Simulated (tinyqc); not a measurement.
CMOS latch-up, two-transistor model: two steps of the calculation.

A parasitic pnp (emitter at Vdd, base shunted by Rw) and npn (emitter at ground, base shunted by Rs) feed each other: the npn collector current flows out of the pnp base node, the pnp collector current into the npn base node. Forward-active transistors with constant gains: Icn = Isn exp(Vn/Vt), Icp = Isp (exp(Vp/Vt) - 1). A current Ii is injected into the npn base node.

Parameters, values chosen for the exercise; values close to those of bulk CMOS:
- T = 300 K (temperature)
- bn = 9 (current gain of the npn)
- bp = 4.3 (current gain of the pnp)
- Isn = 9.2e-15 A (saturation current of the npn at T)
- Isp = 3.7e-16 A (saturation current of the pnp at T)
- Rs = 740 ohm (substrate resistance shunting the npn)
- Rw = 600 ohm (well resistance shunting the pnp)
- Ii = 0.653 mA (current injected into the substrate)

Constants: q = 1.602176634e-19 C, kB = 1.380649e-23 J/K, Vt = kB T/q. Results are converted to the units shown.

Task 1. The off branch. Node equations: Vp/Rw + Icp/bp = Icn and Vn/Rs + Icn/bn = Icp + Ii. Loop gain G = gn gp/[(1/Rw + gp/bp)(1/Rs + gn/bn)], gn = Icn/Vt, gp = (Icp + Isp)/Vt; the off state ends where G = 1, and Ii there is the trigger current. For each Vn: Icn, then Vp from the first equation, then Ii from the second.

Vn, point 0 to 7 (V): [0.457, 0.537, 0.587, 0.617, 0.637, 0.657, 0.672, 0.687]

Find: Icn; Vp; Icp; Ii; G.

Result 1.

```
point  Icn (mA)    Vp (V)   Icp (mA)  Ii (mA)          G
0      4.376e-4  2.625e-4  3.777e-15   0.6176  1.085e-13
1      0.009660  0.005796  9.299e-14   0.7267  2.883e-12
2       0.06683   0.04010  1.375e-12   0.8007  6.389e-11
3        0.2133    0.1280  5.185e-11   0.8575   4.409e-9
4        0.4623    0.2774   1.690e-8   0.9122   2.101e-6
5         1.002    0.6006   0.004550   0.9946     0.7061
6         1.790    0.7609      2.244   -1.137      30.41
7         3.198    0.7940      8.061   -6.778      34.44
```

Ii peaks at 0.9950 mA, at Vn = 0.6574 V where G = 1; beyond it the loop feeds itself.

Task 2. Response to the injected current, once round the loop per iteration. Icn = Isn exp(Vn/Vt); Vp solves Vp/Rw + Icp/bp = Icn; Vn(new) solves Vn/Rs + (Isn/bn) exp(Vn/Vt) = Icp + Ii.

Vn at the start = 0.51 V

Wanted: Icn; Vp; Icp; Vn after iteration 1.

Result 2.

Icn = 0.003399 mA
Vp = 0.002040 V
Icp = 3.037e-14 mA
Vn after iteration 1 = 0.4831 V

Computed by the program tinyqc: `OMP_NUM_THREADS=1 python tinyqc.py 2670153 2670154 out.jsonl`, one thread of a shared Intel Xeon 2.30GHz, about 0.07 s for the whole run.
